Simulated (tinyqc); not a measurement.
A periodic Ge profile (wiggle well): inter-valley coupling by envelope functions against a chain of atomic planes.

Chain: E(phi) = e0 + 2 v cos(phi) + 2 u cos(2 phi), cos(phi0) = -v/(4u), e0 = 2u + v^2/(4u); plane j = 0, 1, ... has the potential V_j = dE x_j + F (j - 30) a/4 (1 MV/m = 1e-4 V/angstrom). There are 30 barrier planes a side; with y = j - 29.5, x_j = xb (f(y) + f(Nw - y)), f(y) = 1/(1 + exp(y/L)), plus any Ge added in the well. The valley splitting is the spacing of the two lowest levels. Envelope theory: F_j solves a one-valley chain with hopping -b and diagonal 2b + V_j, b = 4u sin^2(phi0), sum F_j^2 = 1; the valleys couple by Dv = sum_j F_j^2 V_j exp(-2 i phi0 j) and split by 2|Dv|.

Parameters, chosen for this exercise (near those of the Delta valleys of silicon in a SiGe well; not measured data):
```
symbol  value  unit      meaning
a       5.431  angstrom  lattice constant; planes lie a/4 apart
u       0.606  eV        second-neighbour hopping
v       0.662  eV        nearest hopping
Nw      53               planes in the well
L       1      planes    interface width
xb      0.24             Ge fraction of the barriers
dE      0.62   eV        offset per unit Ge fraction
F       2      MV/m      field
xw      0.008            mean Ge fraction of the wiggle
```

periods (planes): pi/phi0 1.70054, pi/(pi - phi0) 2.42748

Added fraction xw (1 - cos(2 pi (j - 30)/p)) on the well planes; p = f times the resonant period pi/(pi - phi0). At resonance the estimate is dE xw.

Against period:
```
f     p (planes)  mean of the doublet (meV)  splitting, chain (micro-eV)  envelope
0.90      2.1847                      17.73                          102       110
0.95      2.3061                      17.61                         1538      1603
0.98      2.3789                      17.69                         4145      4218
0.99      2.4032                      17.75                         4709      4735
1.00      2.4275                      17.77                         4927      4913
1.01      2.4518                      17.75                         4760      4730
1.02      2.4760                      17.70                         4271      4244
1.05      2.5489                      17.59                         2029      1987
1.10      2.6702                      17.71                          241       228
1.50      3.6412                      17.77                            4         3
3.00      7.2824                      17.77                            1         1
```

What does the comparison show, and why?

The splitting peaks at f = 1 with 4.93 meV, against the estimate dE xw = 4.96 meV, and is 0.84 and 0.87 of the value at f = 1 two per cent off to either side: the width of the resonance is set by the number of periods under the envelope. At f = 3 it is 1 micro-eV. The chain has one orbital a plane and knows only this resonance; longer periods that work through other bands are outside it.

Program tinyqc; command `OMP_NUM_THREADS=1 python tinyqc.py 1480716 1480717 out.jsonl`; about 0.05 s on one thread of a shared Intel(R) Xeon(R) Processor @ 2.30GHz.
